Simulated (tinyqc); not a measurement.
All-pass ring resonator: one step of the calculation.

A ring of length L = 2 pi Rr coupled to one bus waveguide: round-trip amplitude a = 10^(-al L/20), self-coupling t = sqrt(1 - k2). At detuning d from the resonance the round-trip phase is p = 2 pi d/FSR and the transmission T = (a^2 - 2 a t cos p + t^2)/(1 - 2 a t cos p + a^2 t^2). Lossless coupler, linear absorption only.

Task. Resonance parameters. FSR = lam^2/(ng L), finesse F = pi sqrt(a t)/(1 - a t), FWHM = FSR/F, Q = lam/FWHM, Tmin = (a - t)^2/(1 - a t)^2, power build-up k2 a^2/(1 - a t)^2, optical bandwidth c/(lam Q).

Parameters, values chosen for the exercise; values close to those of silicon waveguides: cold resonance wavelength lam = 1550 nm; ring radius Rr = 10 um; group index ng = 4.05; propagation loss al = 19 dB/cm; power coupling k2 = 0.05.

Constants: c = 299792458 m/s. Results are converted to the units shown.

Wanted: a; t; FSR; F; FWHM; Q; Tmin; build-up; bandwidth.

Result.

a = 0.98635
t = 0.97468
FSR = 9.4412 nm
F = 79.749
FWHM = 118.39 pm
Q = 13093
Tmin = -10.396 dB
build-up = 32.606
bandwidth = 14.773 GHz

The ring is overcoupled; critical coupling needs k2 = 1 - a^2 = 0.0271.

Program tinyqc, `OMP_NUM_THREADS=1 python tinyqc.py 2650028 2650029 out.jsonl`; Intel Xeon 2.30GHz, shared host, one thread, about 0.01 s.
